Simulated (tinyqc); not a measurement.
p-i-n power rectifier, conductivity modulation at high injection: one step of the calculation.

A drift layer from x = -d to d (2 d = W) between ideal p+ and n+ emitters (no recombination in them). High injection, n = p, ambipolar diffusion with one lifetime; both mobilities scale as (T/300 K)^(-bt).

Task. Forward voltage and stored charge. Ohmic drop: integral of J/(q (mun + mup) n); diffusion (Dember) drop Vt B ln(n(-d)/n(d)); both junctions together Vt ln(n(-d) n(d)/ni^2), ni = sqrt(Nc Nv) exp(-Eg/(2 Vt)), Eg in volts; V_F = the sum; stored charge q times the integral of n. Trapezoid rule; mun and mup scale as (T/300 K)^(-bt).

Parameters, values chosen for the exercise; bulk values close to those of gallium nitride:
- T = 300 K (temperature)
- mud = 924 cm^2/(V s) (drift mobility at 300 K)
- bt = 2.1 (temperature exponent of the drift mobility)
- mup = 26.1 cm^2/(V s) (hole mobility at 300 K)
- Eg = 3.36 eV (band gap)
- Nc = 2.3e18 cm^-3 (conduction-band density of states at T)
- Nv = 4.6e19 cm^-3 (valence-band density of states at T)
- J = 50 A/cm^2 (forward current density)

Constants: q = 1.602176634e-19 C, kB = 1.380649e-23 J/K, Vt = kB T/q. Results are converted to the units shown.

```
point      x (um)     n (cm^-3)
0      -14.445258  3.5040385e17
1      -10.833944  2.7696026e17
2       -7.222629  2.2080717e17
3       -3.611315  1.7843896e17
4        0.000000  1.4721061e17
5        3.611315  1.2517255e17
6        7.222629  1.1094895e17
7       10.833944  1.0365184e17
8       14.445258  1.0282566e17
```

B = 0.94505841

Give: ohmic drop; diffusion drop; junction drops; V_F; stored charge.

Result.

ohmic drop = 0.0063433 V
diffusion drop = 0.029954 V
junction drops = 3.1536 V
V_F = 3.1899 V
stored charge = 80.414 uC/cm^2

tinyqc, about 0.01 s, one thread, Intel Xeon 2.30GHz (shared host): `OMP_NUM_THREADS=1 python tinyqc.py 2230024 2230025 out.jsonl`
